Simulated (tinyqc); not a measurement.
Changing the temperature T: inversion-layer mobility, back-scattering and ballistic limit of a field-effect transistor. Computed by tinyqc, a small Python program. Command: `OMP_NUM_THREADS=1 python tinyqc.py 3009573 3009574 out.jsonl mos sweep`. One thread of a shared host (Intel(R) Xeon(R) Processor @ 2.30GHz), about 0.02 s of CPU time with the checks.

The charge at the top of the source barrier is fixed by the gate; series resistance and short-channel effects are left out. F_j are Fermi integrals normalised to exp(eta) in the classical limit.

Inputs (values chosen for the exercise, modelled on a strained silicon n-channel):

| quantity | value | unit |
|---|---|---|
| transport mass m | 0.18 | m_0 |
| valley degeneracy g_v | 2 | - |
| weight w of the inversion charge | 0.5 | - |
| permittivity eps | 11.7 | - |
| phonon mobility at 1 MV/cm and 300 K, mu_ph | 580 | cm^2/(V s) |
| roughness mobility at 1 MV/cm, mu_sr | 2000 | cm^2/(V s) |
| Coulomb mobility at N_inv = 1e12/cm^2, mu_C | 920 | cm^2/(V s) |
| electrical oxide thickness t_inv | 5.3 | nm |
| depletion charge N_dep | 1.1e+11 | 1/cm^2 |
| gate overdrive V_G - V_T | 0.42 | V |
| drain voltage V_D | 1.1 | V |
| channel length L | 11 | nm |
| exponent a of the critical length | 0.72 | - |

Statistics at the top of the barrier: Fermi-Dirac.

Constants: eps_0 = 8.8541878128e-12 F/m; e = 1.602176634e-19 C; m_0 = 9.1093837015e-31 kg; k_B = 1.380649e-23 J/K; hbar = 1.054571817e-34 J s; k_B = 8.617333262e-05 eV/K.

Method:
- N_inv = 3.9 eps_0 (V_G - V_T)/(e t_inv); effective field E_eff = e (N_dep + w N_inv)/(eps eps_0).
- mu_phonon = mu_ph (E_eff/1 MV/cm)^(-0.3) (T/300 K)^(-1.75); mu_rough = mu_sr (E_eff/1 MV/cm)^(-2); mu_Coulomb = mu_C (N_inv/1e12 cm^-2) (T/300 K); Matthiessen's rule adds 1/mu.
- F_j(eta) = (1/Gamma(j + 1)) int_0^infinity x^j/(1 + exp(x - eta)) dx, F_0 = ln(1 + exp(eta)). Integrals over x = E/(k_B T) use 160 Gauss-Legendre points in u = sqrt(x) from 0 to sqrt(max(eta, 0) + 32).
- Ballistic channel: N_2D = g_v m k_B T/(pi hbar^2), U = e V_D/(k_B T); eta_F solves N_inv = (N_2D/2)[F_0(eta_F) + F_0(eta_F - U)]; v_T = sqrt(2 k_B T/(pi m)); I/W = e (N_2D/2) v_T [F_1/2(eta_F) - F_1/2(eta_F - U)]; injection velocity v_T F_1/2(eta_F)/F_0(eta_F).
- Mean free path lambda = (2 k_B T/e)(mu/v_T) F_0(eta_0)/F_-1/2(eta_0), with eta_0 from N_inv = N_2D F_0(eta_0); critical length l = L (1 + U)^(-a), an empirical rule; back-scattering r = l/(l + lambda). Then eta solves N_inv = (N_2D/2)[(1 + r) F_0(eta) + (1 - r) F_0(eta - U)] and I/W = e (N_2D/2) v_T (1 - r)[F_1/2(eta) - F_1/2(eta - U)].
- Ballistic ratio: I over the ballistic current. Apparent mobility 1/(1/mu + 1/mu_B), mu_B = mu L/lambda.

One run for each value:

| temperature T (K) | effective mobility mu (cm^2/(V s)) | current I/W (microampere/micrometre) | injection velocity (1e7 cm/s) | ballistic ratio | mean free path lambda (nm) |
|---|---|---|---|---|---|
| 77 | 387.48 | 253.89 | 0.9829 | 0.94391 | 10.918 |
| 99 | 480.87 | 267.36 | 1.0284 | 0.95002 | 14.445 |
| 130 | 586.44 | 286.20 | 1.0952 | 0.95495 | 19.115 |
| 160 | 654.19 | 303.67 | 1.1596 | 0.95697 | 22.863 |
| 210 | 693.44 | 330.61 | 1.2634 | 0.95632 | 26.776 |
| 270 | 654.31 | 359.21 | 1.3804 | 0.95097 | 27.899 |
| 350 | 545.75 | 391.47 | 1.5246 | 0.93834 | 25.927 |
| 450 | 413.93 | 423.41 | 1.6890 | 0.91608 | 21.934 |

Over the rows, effective mobility mu (cm^2/(V s)) goes from 387 through a maximum among these rows, 693 at 210, to 414; current I/W (microampere/micrometre) rises from 254 to 423 (exponent d ln y / d ln x 0.21 between the first rows and 0.31 between the last); injection velocity (1e7 cm/s) rises from 0.983 to 1.69 (exponent d ln y / d ln x 0.18 between the first rows and 0.41 between the last). mu changes by a factor 1.79 over the table and the current by 1.67.

Extremes, crossings and ranges named in words are read from the listed rows.
